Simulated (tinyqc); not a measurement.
Inside a calculation. Model: hot carriers by balance equations with a heated Maxwellian. Computed by tinyqc, a small Python program that keeps every step. Command: `OMP_NUM_THREADS=1 python tinyqc.py 3015179 3015180 out.jsonl hot walk`. One thread of a shared host (Intel(R) Xeon(R) Processor @ 2.30GHz), about 0.02 s of CPU time with the checks. Intermediate numbers are printed to about 7 digits and carried at full precision; extremes and crossings named in words are read from the listed rows.

The carriers follow a Maxwellian at an electron temperature T_e, slightly displaced; the drift energy is neglected against k_B T_e. The balance averages the rate, not the time, so mu_0 lies below the relaxation-time value.

Inputs (values chosen for the exercise, modelled on electrons in silicon):
```
quantity                                          value       unit
effective mass m                                  0.323        m_0
density rho                                        2329     kg/m^3
sound velocity v_l                                 9040        m/s
acoustic deformation potential D_A                  9.2         eV
phonon energy hbar w                               60.3        meV
optical or intervalley deformation potential D_o    4.5  1e8 eV/cm
final valleys Z_f                                     5          -
lattice temperature T                               300          K
electric field F                                     24      kV/cm
iteration cap                                         8          -
```

Band: parabolic. Solver: Newton.

Constants: k_B = 8.617333262e-05 eV/K; k_B = 1.380649e-23 J/K; e = 1.602176634e-19 C; hbar = 1.054571817e-34 J s; m_0 = 9.1093837015e-31 kg; hbar = 6.582119569e-16 eV s.

## Equilibrium values

Parabolic band: E = hbar^2 k^2/(2 m), speed v = hbar k/m, states per spin, volume and energy g(E) = m k/(2 pi^2 hbar^2). Masses are multiplied by m_0 and all formulas are in SI units. Phonon occupation N_q = 1/(exp(hbar w/(k_B T)) - 1). Acoustic deformation potential (elastic, equipartition, absorption and emission together): 1/tau = 2 pi k_B T D_A^2 g(E)/(hbar rho v_l^2). Optical or intervalley deformation potential: 1/tau = (pi Z_f D_o^2/(rho w)) [N_q g(E + hbar w) + (N_q + 1) g(E - hbar w)], with g = 0 below the band edge. Averages over the Maxwellian, <y> = int y x^(1/2) exp(-x) dx / int x^(1/2) exp(-x) dx with x = E/(k_B T_e), split at x_0 = hbar w/(k_B T_e): 64 Gauss-Legendre points in sqrt(x) below it and 128 in sqrt(x - x_0) above it, up to x = 32. Momentum balance: mu(T_e) = e/(m nu), nu = <x (sum of rates)>/<x>. Power lost per carrier: P(T_e) = hbar w <emission rate - absorption rate> + <(2 m v_l^2/(k_B T)) (E - 2 k_B T) acoustic rate>. Energy relaxation time at weak heating: tau_E = (3/2) k_B / (dP/dT_e), the derivative by a central difference of +/- 0.5 K at T_e = T.

low-field mobility mu_0 = 1194.802 cm^2/(V s)

energy relaxation time tau_E = 0.5425077 ps

tau_E is 2.47 times the momentum relaxation time m mu_0/e: energy is lost more slowly than direction, which is why carriers heat.

## Balance functions

The field that sustains T_e follows from e mu F^2 = P.

Against the electron temperature:
```
T_e (K)  mu (cm^2/(V s))  P optical (1e9 eV/s)  P acoustic (1e9 eV/s)  F (kV/cm)  drift velocity (1e7 cm/s)
330             1097.352                7.2457           1.255810e-01    2.59178                   0.284410
390              948.727               22.6248           4.095629e-01    4.92740                   0.467475
480              798.912               46.4709           9.087385e-01    7.70099                   0.615241
600              672.641               77.6413           1.693334e+00   10.86024                   0.730505
900              507.518              147.2695           4.147805e+00   17.27277                   0.876624
1500             370.948              255.4435           1.070959e+01   26.78609                   0.993624
2400             284.796              374.4706           2.370668e+01   37.39135                   1.064891
3600             229.082              494.7289           4.562585e+01   48.56732                   1.112589
```

Optical phonons take 98 % of the power in the first row and 92 % in the last. The velocity grows as F^0.77 at first and as F^0.17 at the end, so it levels off; if optical phonons alone set both balances the limit at high T_e would be sqrt(3 hbar w tanh(hbar w/2 k_B T)/(4 m)) = 1.42 in the same unit. Rows above 1400 K (k_B T_e > 0.12 eV) stretch the parabolic band.

## First iteration

Newton: h(T_e) = P - e mu F^2, T_new = T_e - h/h', with h' by a central difference of +/- 0.5 K, limited to the range T to 3 T_e. Start at T_e = 1.5 T.

mu at the start = 841.7467 cm^2/(V s)

P at the start = 3.924149e+10 eV/s

new T_e = 836.6197 K

## The whole iteration

Start at T_e = 1.5 T; stop when T_e moves by less than 1e-6 K or exceeds 1e6 K.

Course of the iteration:
```
iteration   T_e (K)  mu (cm^2/(V s))      step (K)
1           450.000         841.7467  3.866197e+02
2           836.620         532.5534  3.584886e+02
3          1195.108         424.5842  1.041415e+02
4          1299.250         403.7321  4.861805e+00
5          1304.112         402.8324  9.237152e-03
6          1304.121         402.8307  3.370451e-08
```

electron temperature T_e = 1304.121 K

Converged in 6 iterations.

## Drift velocity

v = mu(T_e) F; warm-carrier coefficient (mu/mu_0 - 1)/F^2.

mobility mu(T_e) = 402.8307 cm^2/(V s)

drift velocity = 0.9667936 1e7 cm/s

mu/mu_0 = 0.3371528

(mu/mu_0 - 1)/F^2 = -0.001150776 cm^2/kV^2

T_e/T = 4.35; the simple estimate T + (2/3) e mu_0 F^2 tau_E/k_B would give 3188 K, too high since mu falls and tau_E changes as the gas heats.

Checks made by the program: detailed balance, P(T_e = T) = 0, on the scale of P at 1.1 T (relative difference below 1e-10).
